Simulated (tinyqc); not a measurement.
Worked calculation: Berg model of reactive sputtering of a nitride or oxide: poisoning, hysteresis and pumping speed. Computed by tinyqc, a small Python program that keeps every step. Command: `OMP_NUM_THREADS=1 python tinyqc.py 3028088 3028089 out.jsonl berg walk`. One thread of a shared host (Intel(R) Xeon(R) Processor @ 2.30GHz), about 0.06 s of CPU time with the checks. Intermediate numbers are printed to about 7 digits and carried at full precision; extremes and crossings named in words are read from the listed rows.

A diatomic gas reacts with bare metal on the target and on the collecting surfaces; ions remove metal and compound from the target. theta_t and theta_c are the compound fractions.

Inputs (values chosen for the exercise, close to those used for silicon nitride):

| quantity | value | unit |
|---|---|---|
| ion current density J | 6.1 | mA/cm^2 |
| target area A_t | 210 | cm^2 |
| collecting area A_c | 3500 | cm^2 |
| metal yield Y_m | 0.56 | - |
| compound yield Y_c | 0.15 | - |
| sticking coefficient alpha | 0.5 | - |
| reactive atoms per metal atom z | 1.33 | - |
| gas mass M | 28 | u |
| pumping speed S | 87 | l/s |
| gas temperature T | 300 | K |
| reactive partial pressure P | 0.0065 | Pa |

Constants: e = 1.602176634e-19 C; u = 1.6605390666e-27 kg; k_B = 1.380649e-23 J/K.

## Steady state at the pressure P

Ion flux j = J/e; gas flux F = P/sqrt(2 pi M k_B T). Target: (2/z) alpha F (1 - theta_t) = j Y_c theta_t. Sputtered flows F_c = j Y_c theta_t A_t, F_m = j Y_m (1 - theta_t) A_t. Collector: (2/z) alpha F (1 - theta_c) A_c + F_c (1 - theta_c) = F_m theta_c. Gas use Q = alpha F [(1 - theta_t) A_t + (1 - theta_c) A_c] + P S/(k_B T); 1 sccm = 4.4780e17 molecules/s. Rate R = F_m + F_c, given relative to j Y_m A_t.

ion flux j = 3.807321e+16 1/(cm^2 s)

gas flux F = 1.868605e+16 1/(cm^2 s)

theta_t = 0.7109922

theta_c = 0.9747858

gas use (sccm): target 1.266288, collector 1.841267, pump 0.304891

total flow Q = 3.412445 sccm

rate relative to clean metal = 0.4794521

The target is partly covered. The film is 97.5 % compound. Caution: here dQ/dP is negative, a branch that flow control cannot hold.

## Critical pumping speed

P is a single-valued function of the flow Q only if dQ/dP > 0 everywhere: S must exceed k_B T times the steepest fall of the surface terms with P.

pressure of the steepest fall = 0.003113795 Pa

critical pumping speed = 400.3149 l/s

S is 0.22 times the critical value: the flow curve is S-shaped and flow control shows hysteresis.

## The hysteresis loop

Turning points solve dQ/dP = 0; a jump keeps Q fixed; the width of the loop is the difference of the two turning flows.

Corners of the loop:

| point | P (Pa) | Q (sccm) | theta_t | theta_c | relative rate |
|---|---|---|---|---|---|
| edge of the metallic branch | 0.00175190 | 4.018603 | 0.3986984 | 0.8360763 | 0.7080958 |
| landing, poisoned | 0.04153359 | 4.018603 | 0.9401899 | 0.9991515 | 0.3116467 |
| edge of the poisoned branch | 0.01343871 | 3.192864 | 0.8356958 | 0.9928856 | 0.3881513 |
| landing, metallic | 0.00055999 | 3.192864 | 0.1748789 | 0.5461728 | 0.8719636 |

width of the loop = 0.8257392 sccm

Raising the flow past 4.02 sccm drops the rate from 0.708 to 0.312; the metallic mode returns only below 3.19 sccm. The best film reachable on the metallic branch is 84 % compound, so the region between needs pressure feedback. The pressure P of the inputs lies between the turning points, where dQ/dP is negative and flow control cannot hold it.

## Flow curve at three pumping speeds

The formulas are those given above.

Pressure as the free variable:

| P (Pa) | theta_t | theta_c | relative rate | Q at S_c/4 (sccm) | Q at S_c (sccm) | Q at 2 S_c (sccm) |
|---|---|---|---|---|---|---|
| 0.00016 | 0.0570989 | 0.2325013 | 0.9581954 | 1.489936 | 1.515835 | 1.55037 |
| 0.00031 | 0.1050081 | 0.3814448 | 0.9231191 | 2.358009 | 2.408190 | 2.47510 |
| 0.00062 | 0.1900585 | 0.5755971 | 0.8608500 | 3.328113 | 3.428474 | 3.56229 |
| 0.00110 | 0.2939484 | 0.7328992 | 0.7847878 | 3.883732 | 4.061792 | 4.29921 |
| 0.00190 | 0.4183037 | 0.8510021 | 0.6937419 | 4.028000 | 4.335559 | 4.74564 |
| 0.00310 | 0.5398671 | 0.9212455 | 0.6047402 | 3.871589 | 4.373395 | 5.04247 |
| 0.00500 | 0.6542658 | 0.9614531 | 0.5209840 | 3.600345 | 4.409709 | 5.48886 |
| 0.00780 | 0.7469723 | 0.9814391 | 0.4531095 | 3.377731 | 4.640340 | 6.32382 |
| 0.01200 | 0.8195516 | 0.9912724 | 0.3999712 | 3.283739 | 5.226214 | 7.81618 |
| 0.02500 | 0.9044158 | 0.9977551 | 0.3378385 | 3.590228 | 7.637053 | 13.03282 |

At S_c/4 the flow falls with pressure in 4 of the intervals: as the target poisons, less metal arrives to getter the gas. At 2 S_c it rises throughout. Coverages and rate depend on P alone, not on S. The collector converts before the target (theta_c = 0.85 at theta_t = 0.42), since the metal is spread over a larger area and no ions clean it. The rate tends to Y_c/Y_m = 0.268.

Checks made by the program: gas taken up by surfaces against gas bound in the growing film (relative difference below 1e-10).
